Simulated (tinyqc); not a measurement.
Field dependence: Hall factor, magnetoresistance and optical conductivity for a power-law relaxation time. Computed by tinyqc, a small Python program. Command: `OMP_NUM_THREADS=1 python tinyqc.py 3000799 3000800 out.jsonl magneto walk`. One thread of a shared host (Intel(R) Xeon(R) Processor @ 2.30GHz), about 0.01 s of CPU time with the checks.

One spherical parabolic band, tau(E) = tau_0 x^s with x = E/(k_B T). Landau quantisation is left out.

Inputs (values chosen for the exercise, with a mass close to that of holes in silicon):
```
quantity                 value  unit
effective mass m          0.42   m_0
exponent s               -0.25     -
tau_0                      190    fs
reduced Fermi level eta    1.9     -
temperature T              100     K
```

Constants: m_0 = 9.1093837015e-31 kg; k_B = 1.380649e-23 J/K; hbar = 1.054571817e-34 J s; e = 1.602176634e-19 C.

Method:
- <y> = int y x^(3/2) f (1 - f) dx / int x^(3/2) f (1 - f) dx, f = 1/(1 + exp(x - eta)).
- Integrals over x = E/(k_B T) use 160 Gauss-Legendre points in u = sqrt(x) from 0 to sqrt(max(eta, 0) + 45).
- n = (2 m k_B T)^(3/2)/(3 pi^2 hbar^3) int x^(3/2) f (1 - f) dx; moments in units of tau_0.
- mu = e <tau>/m; weak field r_H = <tau^2>/<tau>^2 and MR = c (mu B)^2, c = <tau^3>/<tau>^3 - r_H^2; strong field r_H = 1 and MR = <tau> <1/tau> - 1.
- With w_c = e B/m: sigma_xx = (n e^2/m) <tau/(1 + w_c^2 tau^2)>, sigma_xy = (n e^2/m) <w_c tau^2/(1 + w_c^2 tau^2)>; r_H = (n e/B) sigma_xy/(sigma_xx^2 + sigma_xy^2); MR = sigma_0 sigma_xx/(sigma_xx^2 + sigma_xy^2) - 1, sigma_0 = n e^2 <tau>/m.

drift mobility mu = 597.053 cm^2/(V s)

saturation MR = 1.52372 %

Against the field:
```
B (T)        mu B     r_H      MR (%)
0.5    2.9853e-02  1.0168  1.7521e-03
1.7    1.0150e-01  1.0166  1.9937e-02
5      2.9853e-01  1.0150  1.5340e-01
10     5.9705e-01  1.0114  4.5684e-01
17     1.0150e+00  1.0073  8.2562e-01
33     1.9703e+00  1.0030  1.2342e+00
67     4.0003e+00  1.0009  1.4401e+00
170    1.0150e+01  1.0001  1.5100e+00
670    4.0003e+01  1.0000  1.5228e+00
```

What follows from these numbers?

r_H falls from 1.017 to 1.000, so a strong-field measurement gives n directly (though the highest fields listed exceed the roughly 100 T that non-destructive magnets reach); half of the fall is done between 0.597 and 1.01 in mu B. MR starts as B^1.99 and reaches 100 % of its saturation value in the last row. It arises only because carriers of different energy have different Hall angles, which one Hall field cannot cancel. Above 31 T hbar w_c exceeds k_B T and mu B exceeds 1, and Landau quantisation replaces this picture.

Extremes, crossings and ranges named in words are read from the listed rows.
